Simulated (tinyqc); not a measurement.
Changing the width W: thermal, flicker and telegraph noise of a field-effect transistor. Computed by tinyqc, a small Python program. Command: `OMP_NUM_THREADS=1 python tinyqc.py 3004017 3004018 out.jsonl noise sweep`. One thread of a shared host (Intel(R) Xeon(R) Processor @ 2.30GHz), about 0.01 s of CPU time with the checks.

Strong inversion, threshold roll-off and channel-length modulation left out; noise sources are uncorrelated and are given as one-sided spectral densities.

Inputs (values chosen for the exercise, modelled on a high-k silicon transistor):
```
quantity,value,unit
length L,380,nm
electrical oxide thickness t,6.2,nm
mobility mu,210,cm^2/(V s)
saturation velocity v_s,0.98,1e7 cm/s
overdrive V_ov,0.33,V
thermal noise factor gamma,0.667,-
oxide trap density N_t,1.2e+17,1/(eV cm^3)
oxide barrier phi,2,eV
oxide mass m_ox,0.44,m_0
frequency f,80,Hz
temperature T,300,K
```

Operating region: saturation. Flicker model: number fluctuation.

Constants: eps_0 = 8.8541878128e-12 F/m; hbar = 1.054571817e-34 J s; m_0 = 9.1093837015e-31 kg; e = 1.602176634e-19 C; k_B = 8.617333262e-05 eV/K; k_B = 1.380649e-23 J/K.

Method:
- C_ox = 3.9 eps_0/t; V_c = 2 v_s L/mu; I = W C_ox v_s V_ov^2/(V_ov + V_c); g_m = W C_ox v_s V_ov (V_ov + 2 V_c)/(V_ov + V_c)^2; g_d0 = mu C_ox (W/L) V_ov.
- Tunnelling length lambda = hbar/(2 sqrt(2 m_ox phi)); flat-band noise S_Vfb = e^2 k_B T lambda N_t/(W L C_ox^2 f). S_I = g_m^2 S_Vfb.
- Thermal: S_I = 4 k_B T gamma g_d0; input-referred S_V = S_I/g_m^2; corner f_c where flicker equals thermal.
- Total input noise from 1 Hz to f_c: sqrt(S_V,thermal [f_c ln(f_c/1 Hz) + f_c - 1 Hz]).
- Active traps per decade of time constant: N_dec = N_t k_B T W L lambda ln(10); a single trap at the interface shifts the threshold by e/(W L C_ox) and the current by g_m times that; tunnelling depth for frequency f, z = lambda ln(1/(2 pi f tau_0)), tau_0 = 1e-10 s.

One run for each value:
```
width W (micrometre),input noise up to f_c (microvolt),input-referred thermal noise (nV/sqrt(Hz)),corner frequency f_c (Hz),traps per decade
0.08,379.8,42.10,4.957e+06,2.259e-02
0.21,234.4,25.99,4.957e+06,5.930e-02
0.56,143.5,15.91,4.957e+06,1.581e-01
1.5,87.7,9.72,4.957e+06,4.236e-01
3.9,54.4,6.03,4.957e+06,1.101e+00
10,34.0,3.77,4.957e+06,2.824e+00
27,20.7,2.29,4.957e+06,7.625e+00
72,12.7,1.40,4.957e+06,2.033e+01
```

Over the rows, input noise up to f_c (microvolt) falls from 380 to 12.7 (exponent d ln y / d ln x about -0.50 throughout); input-referred thermal noise (nV/sqrt(Hz)) falls from 42.1 to 1.40 (exponent d ln y / d ln x about -0.50 throughout); corner frequency f_c (Hz) does not change. The exponent of input-referred thermal noise stays at -0.50: parallel devices average. The exponent of corner frequency f_c stays at 0: both noises scale as 1/W at the input.

Caution (rows 0.0800, 0.210, 0.560, 1.50): fewer than one trap per decade of time constant is active, so one device shows telegraph steps and the 1/f law is only a mean over many devices.
